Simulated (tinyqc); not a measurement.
Capacitance shares from swing and barrier lowering.

Problem. Below threshold the charge is negligible, so the band edge moves as -(aG Vg + aD Vd), aG = CG/CS, aD = CD/CS (CG, CD the capacitances of the barrier top to gate and drain, CS the total), and I goes as exp((aG Vg + aD Vd)/Vt) once Vd is well above Vt. Find aG, aD, CS and CD.

Values chosen for this exercise: temperature T = 77 K.

Constants: q = 1.602176634e-19 C, kB = 1.380649e-23 J/K, Vt = kB T/q. Results are converted to the units shown.

swing = 18.407771 mV/decade
DIBL = 86.746988 mV/V
CG = 1.5013623 uF/cm^2

Answer. The swing is Vt ln 10/aG and the DIBL, -dVg/dVd at fixed current, is aD/aG.

aG = 0.8300
aD = 0.07200
CS = 1.809 uF/cm^2
CD = 0.1302 uF/cm^2

Computed by the program tinyqc: `OMP_NUM_THREADS=1 python tinyqc.py 2400123 2400124 out.jsonl`, one thread of a shared Intel Xeon 2.30GHz, about 0.01 s for the whole run.
